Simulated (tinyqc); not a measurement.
On-chip interconnect, size-dependent resistivity and RC delay: two steps of the calculation.

A rectangular line between two neighbours and two ground planes. Surface and grain-boundary scattering are added to the bulk resistivity as corrections; capacitances are parallel-plate values without fringing; inductance is ignored.

Values chosen for this exercise; metal values close to those of cobalt: line length Lw = 230 um; driver resistance Rd = 4600 ohm; load capacitance Cl = 0.46 fF; time step dt = 150 ps.

Task 1. Ladder and Elmore delays. 6 equal pi sections: series Rs = r Lw/6; node capacitances c Lw/6, halved at nodes 0 and 6, with Cl added to node 6; Rd feeds node 0. Elmore delay of node k: the sum, over the resistors on the path to k, of resistance times all capacitance downstream of it.

r = 28.389311 ohm/um
c = 0.23097125 fF/um

Give: Rs; C; Elmore delay.

Result 1.

Rs = 1088.3 ohm

| node | C (fF) | Elmore delay (ps) |
|---|---|---|
| 0 | 4.4269 | 246.48 |
| 1 | 8.8539 | 299.98 |
| 2 | 8.8539 | 343.84 |
| 3 | 8.8539 | 378.06 |
| 4 | 8.8539 | 402.65 |
| 5 | 8.8539 | 417.60 |
| 6 | 4.8869 | 422.92 |

The far-end value equals Rd (c Lw + Cl) + r Lw (c Lw/2 + Cl) for any number of pi sections; the line resistance contributes 41.7 % of it.

Task 2. Node voltages after a time step. A 1 V step is applied behind Rd at t = 0. C dv/dt = -G v + b, with G the conductance matrix of the ladder (1/Rs between neighbours, 1/Rd added at node 0) and b = (1 V/Rd, 0, ...). Trapezoidal step: (C/dt + G/2) v(new) = (C/dt - G/2) v + b.

Rs = 1088.2569 ohm

| node | C (fF) | v at t = 0 (V) |
|---|---|---|
| 0 | 4.4269489 | 0 |
| 1 | 8.8538979 | 0 |
| 2 | 8.8538979 | 0 |
| 3 | 8.8538979 | 0 |
| 4 | 8.8538979 | 0 |
| 5 | 8.8538979 | 0 |
| 6 | 4.8869489 | 0 |

Give: v at t = 1 dt.

Result 2.

| node | v at t = 1 dt (V) |
|---|---|
| 0 | 0.80045 |
| 1 | 0.56808 |
| 2 | 0.40869 |
| 3 | 0.30181 |
| 4 | 0.23370 |
| 5 | 0.19562 |
| 6 | 0.18267 |

Numbers from tinyqc (`OMP_NUM_THREADS=1 python tinyqc.py 2100052 2100053 out.jsonl`; about 0.01 s on one thread of a shared Intel Xeon 2.30GHz).
